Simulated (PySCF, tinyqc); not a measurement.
Inside a calculation. Method: RHF in the 6-311g basis, for H2, spin multiplicity 1. The lowest restricted solution is unstable here: a spin-polarised one lies 0.0055 hartree lower (PySCF). One step of it, computed by the program tinyqc.

Task: Iteration 2: diagonalisation and new density. Diagonalise F' = X^T F X, C = X C', fill 1 alpha and 1 beta electrons from the bottom; D = 2 C_occ C_occ^T. Each column has its largest component positive (the first on a tie).

extrapolated F (hartree):
```
           1H 1s      1H 2s      1H 3s      2H 1s      2H 2s      2H 3s
1H 1s   0.775963  -0.154840  -0.263789  -0.077887  -0.183187  -0.198813
1H 2s  -0.154840  -0.052317  -0.183042  -0.183187  -0.198183  -0.199400
1H 3s  -0.263789  -0.183042  -0.150211  -0.198813  -0.199400  -0.180867
2H 1s  -0.077887  -0.183187  -0.198813   0.775963  -0.154840  -0.263789
2H 2s  -0.183187  -0.198183  -0.199400  -0.154840  -0.052317  -0.183042
2H 3s  -0.198813  -0.199400  -0.180867  -0.263789  -0.183042  -0.150211
```

X:
```
           1H 1s      1H 2s      1H 3s      2H 1s      2H 2s      2H 3s
1H 1s   1.372028  -0.743323   0.203106   0.016264   0.043131  -0.056787
1H 2s  -0.743323   2.105298  -1.003077   0.043131  -0.206687   0.170986
1H 3s   0.203106  -1.003077   2.019996  -0.056787   0.170986  -0.777018
2H 1s   0.016264   0.043131  -0.056787   1.372028  -0.743323   0.203106
2H 2s   0.043131  -0.206687   0.170986  -0.743323   2.105298  -1.003077
2H 3s  -0.056787   0.170986  -0.777018   0.203106  -1.003077   2.019996
```

Give: F' = X^T F X; orbital energies; coefficients C; D after iteration 2.

Result:

F' = X^T F X (hartree):
```
         1        2        3        4        5        6
1   1.6560  -1.0231   0.0236   0.1072  -0.0861  -0.0916
2  -1.0231   0.9081  -0.3347  -0.0861  -0.1300   0.0021
3   0.0236  -0.3347   0.1572  -0.0916   0.0021  -0.1221
4   0.1072  -0.0861  -0.0916   1.6560  -1.0231   0.0236
5  -0.0861  -0.1300   0.0021  -1.0231   0.9081  -0.3347
6  -0.0916   0.0021  -0.1221   0.0236  -0.3347   0.1572
```

orbital energies (hartree): MO1 -0.2730, MO2 0.0788, MO3 0.3587, MO4 0.4794, MO5 2.3082, MO6 2.4907

coefficients C:
```
          MO1      MO2      MO3      MO4      MO5      MO6
1H 1s  0.1221   0.1148   0.0594  -0.1082  -1.1123  -1.0959
1H 2s  0.2041   0.1116   0.9781  -1.1154   1.5538   1.1813
1H 3s  0.3192   1.1156  -0.9058   1.5837  -0.9392  -0.4550
2H 1s  0.1221  -0.1148   0.0594   0.1082   1.1123  -1.0959
2H 2s  0.2041  -0.1116   0.9781   1.1154  -1.5538   1.1813
2H 3s  0.3192  -1.1156  -0.9058  -1.5837   0.9392  -0.4550
```

D after iteration 2:
```
        1H 1s   1H 2s   1H 3s   2H 1s   2H 2s   2H 3s
1H 1s  0.0298  0.0498  0.0779  0.0298  0.0498  0.0779
1H 2s  0.0498  0.0833  0.1303  0.0498  0.0833  0.1303
1H 3s  0.0779  0.1303  0.2038  0.0779  0.1303  0.2038
2H 1s  0.0298  0.0498  0.0779  0.0298  0.0498  0.0779
2H 2s  0.0498  0.0833  0.1303  0.0498  0.0833  0.1303
2H 3s  0.0779  0.1303  0.2038  0.0779  0.1303  0.2038
```
